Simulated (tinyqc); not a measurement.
Size of the test strain: deformation potentials from a strained empirical pseudopotential.

Diamond lattice, no spin-orbit coupling. Atomic form factor V(q) = a1 (q^2 - a2)/(a3 exp(a4 q^2) - 1) in rydberg with q in 1/bohr, for the unstrained cell. Under a strain e the reciprocal vectors and k go over into (1 + e)^(-1) G, the atoms sit at +/- tau with tau = (1 + e) a (1,1,1)/8 - zeta a (eyz, ezx, exy)/4, and H(G,G') = c |k + G|^2 delta + (V(q)/det(1 + e)) cos(q.tau), q = G - G', with the term q = 0 left out; c = hbar^2/2m0. The basis is fixed before straining: all G with |k + G|^2 up to 16 (2 pi/a)^2. k is given in units of 2 pi/a of the unstrained cell.

Constants: hbar^2/2m0 = 3.80998211 eV angstrom^2; Ry = 13.60569312 eV; a0 (Bohr radius) = 0.5291772105 angstrom.

Parameters, chosen for this exercise (out of a larger set: near those of Si; not measured data):

| symbol | value | unit | meaning |
|---|---|---|---|
| a | 5.438 | angstrom | lattice constant |
| A | (0.54, 2.201, 2.063, 0.483) |  | a1 (Ry bohr^2), a2 (1/bohr^2), a3, a4 (bohr^2) |
| kD | 0.82 | 2 pi/a | position of the Delta minimum |

e = diag(-h/2, -h/2, h). Xu = [E(Delta z) - E(Delta x)]/(1.5 h) at fixed kD, b = [E(Z) - E(X, Y)]/(4.5 h); one-sided from +h alone, central from +h and -h.

Results (eV):

| h | Xu one-sided | Xu central | b one-sided | b central |
|---|---|---|---|---|
| 0.0010 | 7.974 | 7.979 | -3.315 | -3.311 |
| 0.0025 | 7.967 | 7.979 | -3.321 | -3.311 |
| 0.0050 | 7.955 | 7.979 | -3.331 | -3.311 |
| 0.0100 | 7.931 | 7.980 | -3.351 | -3.311 |
| 0.0200 | 7.886 | 7.984 | -3.391 | -3.312 |
| 0.0300 | 7.843 | 7.991 | -3.431 | -3.313 |

How do the results move, and what explains it?

From h = 0.001 to 0.03 the one-sided Xu drifts by -0.131 eV and the central one by +0.012 eV; for b the drifts are -0.116 and -0.002 eV. The central difference cancels the term of second order in the strain, so its error goes as h^2. At h = 0.02 the linear law errs by 1.2 % for the valley splitting and 2.4 % for the valence splitting.

Run: tinyqc, `OMP_NUM_THREADS=1 python tinyqc.py 1850319 1850320 out.jsonl`; Intel(R) Xeon(R) Processor @ 2.30GHz, one thread, shared host; about 0.2 s of CPU time with all checks.
